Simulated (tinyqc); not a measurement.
# Non-linearity against on/off ratio

Worst-case read of an N x N array without selectors, ideal wires, unselected lines floating and all unselected cells in the low state with resistance K Ron: the sneak path is Rsn = K Ron [2/(N - 1) + 1/(N - 1)^2], in parallel with the selected cell Rc. A sense resistor Ron to ground gives Vout = Vr Ron/(Ron + Rc Rsn/(Rc + Rsn)); margin = [Vout(Rc = Ron) - Vout(Rc = ra Ron)]/Vr. Here N = 100; the columns give the margin for ra = 3, 30 and 1000.

Result of one run:
```
K	Rsn/Ron	margin, ra = 3 (%)	margin, ra = 30 (%)	margin, ra = 1000 (%)
1	0.02030	0.02571	0.03751	0.03879
```

What becomes of these results when the factor by which unselected cells are more resistive K is changed from 1 to 3000, all else the same?

Result of the changed run:
```
K	Rsn/Ron	margin, ra = 3 (%)	margin, ra = 30 (%)	margin, ra = 1000 (%)
3000	60.91	24.49	45.67	48.70
```

The whole series:
```
K	Rsn/Ron	margin, ra = 3 (%)	margin, ra = 30 (%)	margin, ra = 1000 (%)
1	0.02030	0.02571	0.03751	0.03879
3	0.06091	0.2039	0.3008	0.3114
10	0.2030	1.538	2.343	2.434
30	0.6091	6.153	9.923	10.38
100	2.030	14.65	25.42	26.84
300	6.091	20.57	37.30	39.62
1000	20.30	23.53	43.57	46.42
3000	60.91	24.49	45.67	48.70
```

At K = 1 the margin is 0.0257 % for ra = 3 and 0.0388 % for ra = 1000: an on/off ratio 333 times larger gains a factor of only 1.51, because the sneak path (0.020 Ron) shunts the cell. Raising K to 3000 lifts the margin at ra = 30 from 0.0375 to 45.7 %.

Program tinyqc, `OMP_NUM_THREADS=1 python tinyqc.py 2880059 2880060 out.jsonl`; Intel Xeon 2.30GHz, shared host, one thread, about 0.01 s.
